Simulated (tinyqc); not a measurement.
Comparisons within one model: three-band tight binding of a dichalcogenide monolayer. A value that a table varies takes the place of the one given here.

Basis dz2, dxy, dx2-y2 on a triangular lattice, nearest neighbours; alpha = kx a/2, beta = sqrt3 ky a/2. h0 = e1 + 2 t0 (cos 2alpha + 2 cos alpha cos beta); h1 = -2 sqrt3 t2 sin alpha sin beta + 2i t1 (sin 2alpha + sin alpha cos beta); h2 = 2 t2 (cos 2alpha - cos alpha cos beta) + 2i sqrt3 t1 cos alpha sin beta; h11 = e2 + 2 t11 cos 2alpha + (t11 + 3 t22) cos alpha cos beta; h22 = e2 + 2 t22 cos 2alpha + (3 t11 + t22) cos alpha cos beta; h12 = sqrt3 (t22 - t11) sin alpha sin beta + 4i t12 sin alpha (cos alpha - cos beta) + i lam sz. H = [[h0, h1, h2], [., h11, h12], [., ., h22]], Hermitian; the lowest band of each spin is filled. K = (4 pi/3a, 0), M = (pi/a, pi/(sqrt3 a)).

Constants: hbar^2/2m0 = 3.80998211 eV angstrom^2.

Inputs chosen for the exercise (near a published set for monolayer MoS2; not measured data):
- a = 3.192 angstrom (lattice constant)
- e1 = 1.037 eV (level of dz2)
- e2 = 2.102 eV (level of dxy and dx2-y2)
- t0 = -0.182 eV (hopping)
- t1 = 0.408 eV (hopping)
- t2 = 0.514 eV (hopping)
- t11 = 0.216 eV (hopping)
- t12 = 0.345 eV (hopping)
- t22 = 0.057 eV (hopping)
- lam = 0.073 eV (spin-orbit constant)

## Three bands against the two-band Dirac model at K

Masses from central differences along kx with step 0.002 1/angstrom, c = hbar^2/2m0; Berry curvature of the valence band from a counter-clockwise plaquette of side 0.001 1/angstrom, Omega = -arg(product of overlaps)/area. Two-band model: coupling A = (3 a/(2 sqrt2))(t1 + sqrt3 t2) between valence and conduction states, mass c G/A^2 for both, Omega_v = 2 A^2/G^2. sz = 0 drops the spin-orbit term.

At K:
```
sz  G (eV)  m_c (m0)  m_v (m0)  two-band mass  Omega_v (angstrom^2)  two-band Omega
1   1.6102     0.416     0.585          0.318                14.830          14.904
0   1.6832     0.439     0.636          0.332                13.571          13.639
-1  1.7562     0.461     0.692          0.346                12.466          12.529
```

A = 4.3955 eV angstrom

What does this show, and why?

Without spin-orbit coupling the electron mass is 0.439 and the hole mass 0.636, against 0.332 for both in the two-band model: the third band and the curvature of the diagonal terms break the symmetry. The Berry curvature is -0.5 % from the two-band value. The smaller gap (sz = +1) has the larger curvature, by a factor 1.19.

## All hoppings scaled

The six hoppings are multiplied by f; e1, e2 and lam stay (real strain also moves e1 and e2, so this is no model of it). Closed forms: Ev(K) = e2 - (3/2)(t11 + t22) - 3 sqrt3 t12 + lam, Ec(K) = e1 - 3 t0, Ev(Gamma) = e1 + 6 t0.

Gaps (eV):
```
f     direct gap at K  Ev(K) - Ev(Gamma)  Ec(K) - top of valence band
0.85           1.1979             0.1944                       1.1979
0.90           1.3354             0.1388                       1.3354
0.94           1.4453             0.0944                       1.4453
0.97           1.5277             0.0611                       1.5277
1.00           1.6102             0.0278                       1.6102
1.03           1.6926            -0.0055                       1.6871
1.06           1.7751            -0.0388                       1.7363
1.10           1.8850            -0.0832                       1.8018
```

What can be read from the table?

The direct gap changes by +27.5 meV for each per cent of f. The top of the valence band passes between Gamma and K at f = 1.025; where it is at Gamma the gap to Ec(K) is indirect.

## What each parameter does

Spin up: gap at K, Ev(K) - Ev(Gamma), and masses at K by central differences along kx with step 0.002 1/angstrom, c = hbar^2/2m0. Each row changes one parameter from the base and keeps the others.

Results:
```
case            gap at K (eV)  K - Gamma (eV)  m_c (m0)  m_v (m0)
base                   1.6102          0.0278     0.416     0.585
lam = 0.043 eV         1.6402         -0.0022     0.425     0.605
t1 = 0.438 eV          1.6102          0.0278     0.385     0.538
t12 = 0.315 eV         1.4543          0.1837     0.370     0.464
t11 = 0.186 eV         1.5652          0.0728     0.400     0.550
e2 = 2.072 eV          1.6402         -0.0022     0.428     0.605
t2 = 0.484 eV          1.6102          0.0278     0.448     0.683
```

What does this show?

The largest shifts from the base row, up to three for each result and ties (the steps differ in size, so this ranks the rows, not the parameters). gap at K (eV): t12 -0.1559, t11 -0.0450, lam +0.0300, e2 +0.0300; unchanged at the printed digits by t1 and t2. K - Gamma (eV): t12 +0.1559, t11 +0.0450, lam -0.0300, e2 -0.0300; unchanged at the printed digits by t1 and t2. m_c (m0): t12 -0.046, t2 +0.032, t1 -0.031. m_v (m0): t12 -0.121, t2 +0.099, t1 -0.046. t1 and t2 couple dz2 to the other orbitals and vanish at K and Gamma, so only the masses feel them.

Computed by tinyqc, a small Python program: `OMP_NUM_THREADS=1 python tinyqc.py 1480293 1480294 out.jsonl` (the numbers bound the seed that draws the inputs); one thread of a shared host (Intel(R) Xeon(R) Processor @ 2.30GHz), about 0.02 s for the whole set of steps.
